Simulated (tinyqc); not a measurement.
Inverse iteration on a symmetric matrix, step by step. Computed by tinyqc, a small Python program that keeps every step. Settings: method = inverse, shift = 0.48. Command: `OMP_NUM_THREADS=1 python tinyqc.py 30961 30962 out.jsonl` (the two numbers bound the seeds that draw the settings). One thread of a shared host (Intel(R) Xeon(R) Processor @ 2.60GHz), about 0.01 s of CPU time with the checks.

## Step 1

A:
```
           1          2          3
1   0.437000  -0.534000  -0.065000
2  -0.534000   1.979000  -0.204000
3  -0.065000  -0.204000   2.826000
```

vector v at the start: 0.577350  0.577350  0.577350

shift = 0.480000

solve (A - shift) w = v; v' = w/|w| with its largest component positive (the first on a tie); lambda = v'^T A v'.

vector after step 1: 0.972152  0.233213  -0.023050

Rayleigh quotient after step 1 = 0.285107

## Step 2

As before.

vector after step 2: 0.948551  0.311720  0.055518

Rayleigh quotient after step 2 = 0.264503

## Step 3

As before.

vector after step 3: 0.952479  0.300886  0.047447

Rayleigh quotient after step 3 = 0.264204

## Course of the iteration

Stop when the residual |A v - lambda v| is below 1e-9.

Steps:
```
step      lambda  residual
1     0.28510670  2.09e-01
2     0.26450317  2.46e-02
3     0.26420386  3.04e-03
4     0.26419913  3.89e-04
5     0.26419905  5.07e-05
6     0.26419905  6.68e-06
7     0.26419905  8.84e-07
8     0.26419905  1.17e-07
9     0.26419905  1.56e-08
10    0.26419905  2.07e-09
11    0.26419905  2.75e-10
```

all eigenvalues, for comparison: 0.264199  2.103785  2.874016

Converged in 11 steps.
